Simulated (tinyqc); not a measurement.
# Gated two-dimensional channel with two bands, quantum capacitance: two studies

phi is the Fermi level above the lowest band edge, in volts; Vg is counted from the gate voltage at which an empty channel would have phi = 0. The channel has no thickness; trap charge is -q Dit phi.

Inputs (values chosen for the exercise); lowest band close to that of monolayer MoS2:
- T = 77 K (temperature)
- eox = 7.7 (relative permittivity of the gate insulator (close to silicon nitride))
- tox = 5.7 nm (insulator thickness)
- md = 0.495 m0 (in-plane mass)
- gv = 2 (valley degeneracy)
- m2 = 0.62 m0 (in-plane mass of a second band, chosen freely)
- g2 = 6 (valley degeneracy of that band, chosen freely)
- E2 = 0.2 eV (second band edge above the first)
- Dit = 0 cm^-2 eV^-1 (density of traps)
- Vg = 0.15 V (gate voltage)

Constants: q = 1.602176634e-19 C, kB = 1.380649e-23 J/K, hbar = 1.054571817e-34 J s, m0 = 9.1093837015e-31 kg, Vt = kB T/q, eps0 = 8.8541878128e-14 F/cm where lengths are in cm. Results are converted to the units shown.

Each table varies one quantity; the others keep the values above.

## Effect of the gate voltage

D1 = gv md m0 q/(pi hbar^2), D2 = g2 m2 m0 q/(pi hbar^2) per eV; n1 = D1 Vt ln(1 + exp(phi/Vt)), n2 = D2 Vt ln(1 + exp((phi - E2)/Vt)), n = n1 + n2; Cq = q dn/dphi = q [D1/(1 + exp(-phi/Vt)) + D2/(1 + exp((E2 - phi)/Vt))]. Cox = eps0 eox/tox; Vg = phi + q (n + Dit phi)/Cox. 1/C_G = 1/Cox + 1/(Cq + q Dit); dphi/dVg = Cox/(Cox + Cq + q Dit).

The same in every row: Cox (uF/cm^2) = 1.1961.

Effect of the gate voltage:
```
Vg (V)     phi (V)  n (cm^-2)  Cq (uF/cm^2)  C_G (uF/cm^2)  dphi/dVg  share of the second band (%)
-0.2      -0.20000    0.22288    5.3816e-12     5.3816e-12    1.0000                    3.0519e-11
-0.04    -0.040786   5.8671e9       0.14152        0.12654   0.89420                    3.0552e-11
0.11    -0.0065421  8.7004e11        18.003         1.1216  0.062298                    3.5912e-11
0.27     5.2046e-4  2.0118e12        34.428         1.1559  0.033575                    4.5025e-11
0.42     0.0049024  3.0989e12        44.840         1.1650  0.025982                    5.6576e-11
0.58     0.0087368  4.2647e12        52.254         1.1693  0.022378                    7.3268e-11
0.73      0.011948  5.3606e12        56.865         1.1715  0.020601                    9.4571e-11
0.89      0.015148  6.5311e12        60.127         1.1728  0.019505                    1.2574e-10
1.04      0.018024  7.6295e12        62.150         1.1735  0.018882                    1.6602e-10
1.2       0.021009  8.8017e12        63.578         1.1740  0.018466                    2.2567e-10
```

Read the table: what changes, and by how much?

As Vg goes from -0.2 to 1.2, Cq rises from 5.38e-12 to 63.6 uF/cm^2, C_G/Cox rises from 4.50e-12 to 0.982 and n rises from 0.223 to 8.80e12 cm^-2. Cq is below Cox for Vg = -0.2, -0.04; there the density of states limits the response dn/dVg more than the insulator does.

## Effect of the insulator thickness

Same model as above.

Results:
```
tox (nm)    phi (V)  n (cm^-2)  Cq (uF/cm^2)  Cox (uF/cm^2)  C_G (uF/cm^2)  dphi/dVg  share of the second band (%)
0.5         0.02548   1.060e13         64.87          13.64          11.27    0.1737                     3.679e-10
1.6        0.007264   3.796e12         49.65          4.261          3.924   0.07904                     6.593e-11
2.9        0.001291   2.182e12         36.34          2.351          2.208   0.06076                     4.663e-11
5.2       -0.003603   1.257e12         24.35          1.311          1.244   0.05109                     3.871e-11
9.3       -0.007959   7.228e11         15.34         0.7331         0.6997   0.04560                     3.492e-11
17         -0.01218   4.060e11         9.112         0.4010         0.3841   0.04216                     3.289e-11
30         -0.01601   2.355e11         5.449         0.2273         0.2182   0.04004                     3.187e-11
```

Estimate the missing row, tox = 0.9 nm.

Computed row:
```
tox (nm)  phi (V)  n (cm^-2)  Cq (uF/cm^2)  Cox (uF/cm^2)  C_G (uF/cm^2)  dphi/dVg  share of the second band (%)
0.9       0.01478   6.393e12         59.81          7.575          6.724    0.1124                     1.215e-10
```

With this row back in the table: As tox goes from 0.5 to 30, Cq falls from 64.9 to 5.45 uF/cm^2, C_G/Cox rises from 0.826 to 0.960 and n falls from 1.06e13 to 2.35e11 cm^-2. Cq exceeds Cox in every row, so the insulator is the tighter limit, though Cq still cuts C_G by up to 17 %. With the insulator thinned by a factor of 60.0, the charge grows only by 45.0 while Cox grows by 60.0.

Numbers from tinyqc (`OMP_NUM_THREADS=1 python tinyqc.py 2200109 2200110 out.jsonl`; about 0.01 s on one thread of a shared Intel Xeon 2.30GHz).
